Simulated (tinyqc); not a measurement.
From electron temperature T_e back to electric field F: two-valley model of the transferred-electron effect. Computed by tinyqc, a small Python program. Command: `OMP_NUM_THREADS=1 python tinyqc.py 3025048 3025049 out.jsonl gunn inv`. One thread of a shared host (Intel(R) Xeon(R) Processor @ 2.30GHz), about 0.01 s of CPU time with the checks.

Both kinds of valley share one electron temperature T_e, and each has a constant mobility.

Inputs (values chosen for the exercise, modelled on GaN): central-valley mass m1 = 0.21 m_0; satellite-valley mass m2 = 0.48 m_0; satellite valleys Z = 6; valley separation dE = 1.2 eV; central-valley mobility mu1 = 1000 cm^2/(V s); satellite-valley mobility mu2 = 62 cm^2/(V s); energy relaxation time tau_E = 0.086 ps; lattice temperature T = 150 K; mixing = 0.1; iteration cap = 600.

Solver: damped fixed point.

Constants: k_B = 8.617333262e-05 eV/K.

Method. Density-of-states ratio R = Z (m2/m1)^(3/2); n2/n1 = R exp(-dE/(k_B T_e)); mean mobility mu = (mu1 + mu2 n2/n1)/(1 + n2/n1); energy balance e mu F^2 = (3/2) k_B (T_e - T)/tau_E; v = mu F. Fixed point from T_e = T: T_out = T + (2/3) e mu(T_e) F^2 tau_E/k_B, T_new = T_e + mixing (T_out - T_e); stop when |T_out - T_e| is below 1e-6 K.

Problem. A run gave the result below. Find the electric field F, known to lie between 58 and 210 kV/cm.

electron temperature T_e = 4550.085 K

Solution.

Each step takes the trial c = (a f_b - b f_a)/(f_b - f_a), f being the result less the target and a, b, c the logarithms of the listed values; c replaces end b, the old b replaces a if the sign of f changed, and otherwise f_a is halved.

Scan of the range:
```
electric field F (kV/cm)  electron temperature T_e (K)
58.0                                           2292.54
71.9                                           3030.67
89.1                                           3758.48
110.0                                          4518.86
137.0                                          5433.03
169.0                                          6508.66
210.0                                          7952.85
```

False position (Illinois rule, in the logarithm of the input) inside the bracket:
```
step    end a    end b    trial  electron temperature T_e (K)
1     110.000  137.000  110.828                       4547.58
2     137.000  110.828  110.894                       4549.88
3     137.000  110.894  110.905                       4550.25
4     110.894  110.905  110.900                       4550.08
```

Electron temperature T_e rises at every point of a 13-point scan of the range (every second point is shown), so one value fits; it is bracketed by 110 and 137. Answer: electric field F = 110.9 kV/cm.
